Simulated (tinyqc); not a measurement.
What moves the results: Fermi-Dirac statistics of conduction electrons. A value that a table varies takes the place of the one given here.

Non-parabolic band E (1 + alpha E) = c k^2/m: n = Nc (2/sqrt(pi)) integral_0^infinity sqrt(x (1 + a x)) (1 + 2 a x) dx/(1 + exp(x - eta)) with a = alpha kT and eta = (EF - Ec)/kT; a = 0 gives n = Nc F_1/2(eta).

Constants: hbar^2/2m0 = 3.80998211 eV angstrom^2; kB = 8.617333262e-05 eV/K.

Inputs chosen for the exercise (near those of InAs, lowest valleys alone; not measured data): m = 0.0254 m0 (density-of-states mass of the conduction band); T = 300 K; alpha = 2.68 1/eV (non-parabolicity); n = 4.9e+16 1/cm^3 (electron density).

## Parabolic against non-parabolic filling

N = 2 (m kB T/(4 pi c))^(3/2) with c = hbar^2/2m0, in 1/angstrom^3; times 1e24 for 1/cm^3. k_F = (3 pi^2 n)^(1/3) and the energy E0 that solves E (1 + alpha E) = c k_F^2/m give the limit of zero temperature.

EF - Ec (meV):
```
n (1/cm^3)  parabolic  non-parabolic  non-parabolic, 0 K
1.0e+16         -59.0          -65.6                 6.5
4.0e+16         -20.5          -27.9                16.1
2.0e+17          35.0           22.9                43.9
5.0e+17          83.5           61.7                75.3
2.0e+18         225.4          151.9               159.6
5.0e+18         418.5          245.4               251.0
```

Non-parabolicity lowers EF by 6.6 meV at the lowest density and by 173.1 meV at the highest, where alpha (EF - Ec) = 0.66. Temperature lowers EF below its 0 K value by 72.1 meV at the lowest density and by 5.6 meV at the highest. EF enters the band between 4e+16 and 2e+17 1/cm^3.

## What moves the Fermi level

N = 2 (m kB T/(4 pi c))^(3/2) with c = hbar^2/2m0, in 1/angstrom^3; times 1e24 for 1/cm^3. Each row changes one parameter from the base and keeps the others.

Results:
```
case                parabolic EF - Ec (meV)  non-parabolic EF - Ec (meV)
base                                 -14.47                       -22.11
m = 0.0229 m0                         -9.72                       -17.59
T = 350 K                            -24.90                       -34.76
n = 9.8e+16 1/cm^3                     7.77                        -1.28
alpha = 4.02 1/eV                    -14.47                       -25.40
```

The largest shifts from the base row, up to three for each result and ties (the steps differ in size, so this ranks the rows, not the parameters). parabolic EF - Ec (meV): n +22.24, T -10.43, m +4.75; unchanged at the printed digits by alpha. non-parabolic EF - Ec (meV): n +20.83, T -12.65, m +4.51.

tinyqc: `OMP_NUM_THREADS=1 python tinyqc.py 1652353 1652354 out.jsonl`; about 0.01 s, one thread, shared Intel(R) Xeon(R) Processor @ 2.30GHz.
